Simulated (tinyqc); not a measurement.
Ballistic Schottky-barrier transistor with a two-dimensional channel, WKB contacts: one step of the calculation.

Source Fermi level 0, drain Fermi level -Vd. Far from the contacts Ec = pn - psi, and the gate moves psi one to one; the band edges relax as exp(-x/lam) from pn at the source and pn - Vd at the drain; Ev = Ec - Eg. A carrier of energy w inside the channel band meets at a contact a barrier of height D (the contact edge beyond the channel edge): T = 1 for w >= D, else exp(-S), S = 4 lam sqrt(m/C) [sqrt(D - w) - sqrt(w) arctan sqrt((D - w)/w)], C = hbar^2/(2 m0). The two contacts combine as Ts Td/(Ts + Td - Ts Td).

Question. Current of the electrons on a coarse grid. I/W = g (2 q^2/h) int T(w) [N(Es + w) - N(Ed + w)] dw with w the energy of motion along the channel, N(y) = (1/2 pi) sqrt(pi m kB T/C) Fm(-y/kB T), Fm(x) = (1/sqrt(pi)) int_0^infinity u^(-1/2)/(1 + exp(u - x)) du. Electrons: Ds = psi, Dd = psi - Vd, Es = Ec, Ed = Ec + Vd. Holes: Ds = -psi, Dd = Vd - psi, Es = -Ev, Ed = -Ev - Vd. The size of each current is taken; both flow from drain to source and add. Simpson's rule on nE equally spaced w from 0 to wm.

Values chosen for this exercise; channel values close to those of a tungsten diselenide layer:
```
symbol  value  unit                                    meaning
T         300     K                                temperature
pn        0.9    eV     barrier for electrons at both contacts
mn       0.34    m0                              electron mass
g           2                              valleys or subbands
lam       4.8    nm           screening length at the contacts
Vd        0.3     V                                 drain bias
ps       0.79     V  band shift psi of the channel by the gate
wm       0.97    eV                      upper end of the grid
nE         17                               points of the grid
```

Constants: q = 1.602176634e-19 C, kB = 1.380649e-23 J/K, hbar = 1.054571817e-34 J s, h = 6.62607015e-34 J s, m0 = 9.1093837015e-31 kg, Vt = kB T/q, hbar^2/(2 m0) = 0.0380998212 eV nm^2. Results are converted to the units shown.

Wanted: w; Ts; Td; T; size of the supply difference; current.

Answer.

```
point  w (eV)         Ts         Td          T  size of the supply difference (1/um)
0      0.0000  7.245e-23  3.659e-18  7.245e-23                                 1.904
1      0.0606  4.355e-14   1.280e-9  4.355e-14                                0.1841
2      0.1212  5.792e-11   9.605e-7  5.791e-11                               0.01766
3      0.1819   8.820e-9   7.953e-5   8.819e-9                              0.001693
4      0.2425   4.304e-7   0.002015   4.303e-7                              1.622e-4
5      0.3031   1.000e-5    0.02294   9.995e-6                              1.555e-5
6      0.3638   1.353e-4     0.1405   1.352e-4                              1.490e-6
7      0.4244   0.001199     0.4996   0.001197                              1.428e-7
8      0.4850   0.007484     0.9862   0.007483                              1.369e-8
9      0.5456    0.03451      1.000    0.03451                              1.312e-9
10     0.6062     0.1211      1.000     0.1211                             1.257e-10
11     0.6669     0.3272      1.000     0.3272                             1.205e-11
12     0.7275     0.6766      1.000     0.6766                             1.155e-12
13     0.7881     0.9980      1.000     0.9980                             1.107e-13
14     0.8488      1.000      1.000      1.000                             1.061e-14
15     0.9094      1.000      1.000      1.000                             1.017e-15
16     0.9700      1.000      1.000      1.000                             9.743e-17
```

current = 7.342e-9 uA/um

Range of the model: No scattering, image-force lowering, channel charge or band-to-band tunnelling; parabolic kappa overstates S deep in the gap.

tinyqc, about 0.4 s, one thread, Intel Xeon 2.30GHz (shared host): `OMP_NUM_THREADS=1 python tinyqc.py 2390132 2390133 out.jsonl`
